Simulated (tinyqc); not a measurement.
Worked calculation: bottom-up copper filling of a trench by curvature-enhanced accelerator coverage. Computed by tinyqc, a small Python program that keeps every step. Command: `OMP_NUM_THREADS=1 python tinyqc.py 3019942 3019943 out.jsonl superfill walk`. One thread of a shared host (Intel(R) Xeon(R) Processor @ 2.30GHz), about 0.07 s of CPU time with the checks. Intermediate numbers are printed to about 6 digits and carried at full precision; extremes and crossings named in words are read from the listed rows.

A rectangular trench keeps vertical walls and a flat floor. An accelerator floats on the surface; where area is lost in the corners it is passed on to the floor.

Inputs (values chosen for the exercise, close to those used for damascene copper plating):
```
quantity                                           value     unit
trench width w                                       370       nm
aspect ratio h/w                                     2.2        -
exchange current of the suppressed surface i_0     0.024  mA/cm^2
exchange current of the accelerated surface i_1     0.76  mA/cm^2
transfer coefficient alpha                          0.51        -
overpotential eta                                   0.16        V
starting coverage theta_0                          0.061        -
adsorption rate k_a                              3.4e-05      1/s
cupric ion concentration C                          0.49    mol/l
diffusivity D                                    5.7e-06   cm^2/s
boundary layer delta                                  65       um
temperature T                                        298        K
```

Constants: e = 1.602176634e-19 C; N_A = 6.02214076e+23 1/mol; k_B = 8.617333262e-05 eV/K.

## Velocities

Kinetic current i_k = [i_0 (1 - theta) + i_1 theta] exp(alpha eta/(k_B T)), limit i_L = 2 F D C/delta, i = 1/(1/i_k + 1/i_L); velocity v = i Omega/(2F), Omega = 7.11 cm^3/mol, F = e N_A. Depletion inside the trench is ignored.

limiting current i_L = 82.9180 mA/cm^2

velocity at theta = 0 = 0.210671 nm/s

velocity at theta_0 = 0.597064 nm/s

velocity at theta = 1 = 5.50674 nm/s

ratio v(1)/v(theta_0) = 9.22304

Without acceleration the walls meet when the floor has risen by w/2, so a seam-free fill needs a mean floor-to-wall speed ratio of at least 2 h/w = 4.4.

## First rates

At the start theta_b = theta_s = theta_0 and x = w/2: d theta_b/dt = k_a (1 - theta_0) + 2 theta_0 v/x (theta_b on the floor, theta_s on the walls, x the half width). At this initial relative rate the doubling time without adsorption would be x ln2/(2 v).

rate from adsorption = 3.19260e-05 1/s

rate from area loss = 3.93739e-04 1/s

doubling time = 107.386 s

## Filling

Half width x, floor height y, depth h = aspect ratio x w. dx/dt = -v_s, dy/dt = v_b. d theta_b/dt = k_a (1 - theta_b) + [theta_s v_b + theta_b v_s]/x: the floor takes the accelerator of the wall it covers and keeps its own as it narrows. d theta_s/dt = k_a (1 - theta_s). theta_b is capped at 1. Integrate (tolerance 1e-9) until the walls meet (x = 0.02 w/2) or the floor passes the original mouth y = h. Start: x = w/2, y = 0, theta_b = theta_s = theta_0. Height filled = y/h, opening left = x/(w/2).

Course of the fill (nine evenly spaced times):
```
t (s)     x (nm)   y (nm)   theta_b    theta_s  v_b/v_s
0.000    185.000    0.000  0.061000  0.0610000  1.00000
36.211   163.249   23.565  0.079241  0.0621554  1.17610
72.421   141.237   52.045  0.105451  0.0633093  1.42680
108.632  118.964   87.733  0.145547  0.0644618  1.80479
144.843   96.430  134.738  0.212410  0.0656129  2.42044
181.054   73.636  201.287  0.339056  0.0667626  3.53921
217.264   50.583  306.654  0.634775  0.0679108  5.93766
253.475   27.271  487.964         1  0.0690577  8.50635
289.686    3.700  687.368         1  0.0702031  8.41358
```

time at the end = 289.686 s

share of the height filled from the floor = 0.844432

opening left, as a share of w = 0.02

The walls meet when the floor has filled 84 % of the height: a seam forms above. Caution: real profiles develop slanted corners, and accelerator is consumed; both are left out.

## The window in starting coverage

The formulas are those given above.

Outcome:
```
theta_0  v(1)/v(theta_0)  height filled  opening left  time (s)
0.001            25.3667       0.573542          0.02   634.938
0.003            23.9521       0.607265          0.02   612.876
0.010            20.0467       0.703723          0.02   544.822
0.020            16.2704       0.791576          0.02   467.686
0.050            10.4272       0.854963          0.02   323.316
0.100             6.5636       0.773003          0.02   211.110
0.200             3.8193       0.601410          0.02   124.878
0.400             2.1369       0.417624          0.02    70.249
0.800             1.1969       0.264066          0.02    39.401
```

No row fills the trench; the best, at theta_0 = 0.05, reaches 85 % of the height. Too little accelerator takes too long to concentrate. Too much speeds the walls as well and removes the contrast.

Checks made by the program: wall coverage against its closed form (relative difference below 1e-10).
